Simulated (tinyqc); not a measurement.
# Two-junction solar cell, detailed-balance limit, step by step

Program tinyqc, `OMP_NUM_THREADS=1 python tinyqc.py 2820112 2820113 out.jsonl`; Intel Xeon 2.30GHz, shared host, one thread, about 0.01 s. Printed values are rounded.

The top cell takes all photons above E1, the bottom cell those between E2 and E1. Each cell follows J = Jsc - J0 (exp(V/Vt) - 1) with J0 = q ge Phi(gap, T)/ERE; light emitted by one cell and absorbed by the other is left out. In series both carry one current; wired apart (four terminals) each works at its own maximum power point. Efficiencies are counted against Pin = fs X sigma Ts^4.

Values chosen for this exercise: cell temperature T = 298 K; temperature of the black-body sun Ts = 4500 K; share of the hemisphere filled by the sun fs = 2.16e-5; concentration X = 500; external radiative efficiency ERE = 1; number of faces that emit ge = 1; gap of the bottom cell E2 = 0.79 eV; gap of the top cell E1 = 1.2 eV.

Constants: q = 1.602176634e-19 C, kB = 1.380649e-23 J/K, h = 6.62607015e-34 J s, c = 299792458 m/s, Vt = kB T/q. Results are converted to the units shown.

## Photocurrents and dark currents

Photon flux above E from a black body at temperature T into a hemisphere: Phi(E, T) = A sum_k exp(-k E/th)[E^2 th/k + 2 E th^2/k^2 + 2 th^3/k^3], k = 1, 2, ..., with th = kB T/q in eV and A = 2 pi q^3/(h^3 c^2). J1 = q fs X Phi(E1, Ts), J2 = q fs X [Phi(E2, Ts) - Phi(E1, Ts)], J01 and J02 as above; sigma = 2 pi^5 kB^4/(15 h^3 c^2).

J1 = 8163.102 mA/cm^2
J2 = 5745.201 mA/cm^2
J01 = 3.102679e-15 mA/cm^2
J02 = 1.180823e-8 mA/cm^2
Pin = 25112.25 mW/cm^2

The bottom cell limits the series current; the other has 42 % more.

## The series curve

| point | J (mA/cm^2) |
|---|---|
| 0 | 0 |
| 1 | 2873 |
| 2 | 4596 |
| 3 | 5171 |
| 4 | 5400 |
| 5 | 5515 |
| 6 | 5630 |
| 7 | 5716 |

V1 = Vt ln((J1 - J)/J01 + 1), V2 = Vt ln((J2 - J)/J02 + 1), power J (V1 + V2).

| point | V1 (V) | V2 (V) | power (mW/cm^2) |
|---|---|---|---|
| 0 | 1.089174 | 0.6910546 | 0 |
| 1 | 1.078034 | 0.6732512 | 5031.444 |
| 2 | 1.067915 | 0.6497284 | 7894.287 |
| 3 | 1.063401 | 0.6319107 | 8766.455 |
| 4 | 1.061356 | 0.6188436 | 9073.078 |
| 5 | 1.060264 | 0.6084389 | 9202.898 |
| 6 | 1.059124 | 0.5906615 | 9288.293 |
| 7 | 1.058237 | 0.5554168 | 9223.646 |

Among these points the power is largest at J = 5630 mA/cm^2.

## Maximum power, in series and apart

In series V(J) = Vt [ln((J1 - J)/J01 + 1) + ln((J2 - J)/J02 + 1)], and J V(J) is largest where V = J Vt [1/(J1 - J + J01) + 1/(J2 - J + J02)]. Apart, each cell has (1 + v) exp(v) = 1 + Jsc/J0 at its maximum power point, v = Vmp/Vt.

series Jmp = 5653.648 mA/cm^2
series Vmp = 1.643645 V
series efficiency = 37.00421 %
top cell alone = 31.51776 %
bottom cell behind it = 13.36220 %

Wired apart the cells give 44.88 %; the series connection loses 7.9 points of that.
